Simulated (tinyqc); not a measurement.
Inside a calculation: six-band hole subbands of a thin body in a field. Values are carried at full precision from step to step, so a last printed digit may differ when a step is redone from the rounded ones.

Constants: hbar^2/2m0 = 3.80998211 eV angstrom^2.

Parameters, chosen for this exercise (near those of a p-type Ge channel; shifted at random, so the results belong to these values and not to a real crystal):
- S = (9.63, -2.66, 14.72) 1/TPa (compliances s11, s12, s44)
- sx = -0.5 GPa (stress along the channel [1-10], negative in compression)
- b = -2.55 eV (tetragonal potential)
- d = -5.4 eV (trigonal potential)
- g1 = 13.38 (Luttinger gamma1)
- g2 = 4.25 (gamma2)
- g3 = 5.69 (gamma3)
- face = 110 (surface)
- Dso = 0.294 eV (spin-orbit splitting)
- t = 50 angstrom (body thickness)
- F = 0.5 MV/cm (field across the body)
- kmax = 0.06 1/angstrom (end of the path)

## Strain and its block

exx = eyy = (s11 + s12) sx/2, ezz = s12 sx, exy = -s44 sx/4 (1 GPa/TPa = 1e-3). With e0 the traceless part, B_XX = 2b e0xx - b (e0yy + e0zz) and B_XY = sqrt(3) d exy.

strain, lower triangle:
```
           x          y         z
x  -0.001742
y   0.001840  -0.001742
z          0          0  0.001330
```

B (eV), lower triangle:
```
          X        Y         Z
X   0.00783
Y  -0.01721  0.00783
Z         0        0  -0.01567
```

## Confinement masses without spin-orbit coupling

C(n n^T)/c has C_XX = (g1 + 4 g2) nx^2 + (g1 - 2 g2)(ny^2 + nz^2) and C_XY = 6 g3 nx ny, n the unit normal; its eigenvalues are the inverse masses along n.

C(n n^T)/c, lower triangle:
```
         X        Y       Z
X  17.6300
Y  17.0700  17.6300
Z        0        0  4.8800
```

masses (m0): 1.7857  0.2049  0.0288

The heaviest mass, 1.79, comes from a near cancellation among the gammas, so a few per cent in them move it strongly.

## The matrix for one sine at q = 0

Basis X, Y, Z times spin, hole energies counted downwards from the unstrained edge (the hydrostatic shift is left out), c = hbar^2/2m0. For a symmetric tensor T let C(T) have C_XX = L Txx + M (Tyy + Tzz), C_XY = N Txy (cyclic), L = c (g1 + 4 g2), M = c (g1 - 2 g2), N = 6 c g3. k = q + kz n, n the unit normal, q = k1 u + k2 v with u along the channel [1-10] and v = n x u. H = C(k k^T) + (Dso/3)(1 - L.sigma) - B + e F z with (L_k)_ij = -i epsilon_kij; B is the block C built from the traceless strain with 2b, -b and sqrt(3) d in place of L, M, N. Strain: exx = eyy = (s11 + s12) sx/2, ezz = s12 sx, exy = -s44 sx/4. Hard walls at z = 0 and t; basis sin(j pi z/t), j = 1 to Nz: kz^2 = (j pi/t)^2, kz = -i D with D_jl = 4 j l/(t (j^2 - l^2)), z_jj = t/2 and z_jl = -8 t j l/(pi (j^2 - l^2))^2 for j + l odd; 1 MV/cm = 0.01 eV/angstrom.

Nz = 1, in meV.

H (meV), lower triangle (Hermitian):
```
               X+       Y+      Z+             X-      Y-      Z-
X+         480.34
Y+  273.96-98.00i   480.34
Z+              0        0  312.07
X-              0        0   98.00         480.34
Y-              0        0  98.00i  273.96+98.00i  480.34
Z-         -98.00  -98.00i       0              0       0  312.07
```

## Its levels

Diagonalise; the levels come in pairs. Give each pair and its weights on X, Y, Z, summed over spin and averaged over the pair.

levels (meV): 145.71  328.76  798.29

weights:
```
   pair 1  pair 2  pair 3
X   0.386   0.141   0.473
Y   0.386   0.141   0.473
Z   0.229   0.718   0.054
```

## More sines

The four lowest pairs at q = 0.

Hole energies (meV):
```
Nz  pair 1  pair 2  pair 3  pair 4
1   145.71  328.76  798.29       -
2   121.09  223.98  321.58  560.84
4   115.94  192.26  263.21  321.22
8   115.81  191.25  258.52  320.57
16  115.80  191.25  258.52  320.57
```

One sine is 29.90 meV off in the top subband, since the field mixes the sines. The second pair lies 75.4 meV deeper.

## Dispersion of the top subband

Nz = 14; the two lowest levels (spin-split where the field breaks inversion), in meV from their value at q = 0.

Energies (meV):
```
|q| (1/angstrom)     u a     u b    v a    v b
0.015              17.20   22.90   5.39   6.96
0.030              70.73   74.19  20.07  25.44
0.045             125.56  140.60  40.64  52.61
0.060             165.80  178.97  66.20  86.70
```

From the mean of each pair in the first row, c q^2/E gives 0.04 m0 along u and 0.14 m0 along v. The largest distance between a and b in the table is 20.50 meV. These masses hold for the first row only: the band bends further out.

## Checks

- Top level at q = 0 on (001) without field and stress against c (g1 - 2 g2)(pi/t)^2, eV: both 0.07340.
- Hermiticity, and E(q) against E(-q): they agree to 1e-10 or better.

(tinyqc, `OMP_NUM_THREADS=1 python tinyqc.py 1251076 1251077 out.jsonl`, Intel(R) Xeon(R) Processor @ 2.30GHz, 1 thread, shared host, about 0.4 s.)
